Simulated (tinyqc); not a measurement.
Time-dependent dielectric breakdown: cell percolation, Weibull statistics, area scaling and voltage extrapolation: one step, computed by the program tinyqc. Command: `OMP_NUM_THREADS=1 python tinyqc.py 3002896 3002897 out.jsonl tddb walk`. One thread of a shared host (Intel(R) Xeon(R) Processor @ 2.30GHz), about 0.01 s of CPU time with the checks.

The oxide is divided into columns of area a^2, each holding m = t_ox/a cells (m is taken as continuous). A share lambda(t) = (t/t_1)^alpha of the cells is defective, and a column whose cells are all defective breaks down.

Problem. Weibull parameters from the cell model. Failure fraction F = 1 - (1 - lambda^m)^N with N = A/a^2 columns, which for small lambda^m is 1 - exp(-(t/t63)^beta) with beta = alpha m and t63 = t_1 N^(-1/beta); critical share lambda(t63) = N^(-1/m). 1 um^2 = 1e6 nm^2.

Inputs (values chosen for the exercise, for a model gate oxide): oxide thickness t_ox = 5.9 nm; defect cell size a = 1.1 nm; exponent alpha of defect growth = 0.34; time t_1 at which the occupied share would reach 1 = 3.8e+07 s; test area A = 50 um^2.

Give: cells per column m; columns N; Weibull slope beta; characteristic life t63; critical share of defective cells.

Solution.

cells per column m = 5.364

columns N = 4.132e+07

Weibull slope beta = 1.824

characteristic life t63 = 2532 s

critical share of defective cells = 0.03802

Times between F = 10 % and 90 % span a factor 5.43: the smaller beta = alpha m, the wider the scatter. Caution: t_1 is an input here; in a real oxide it changes with thickness at fixed voltage.
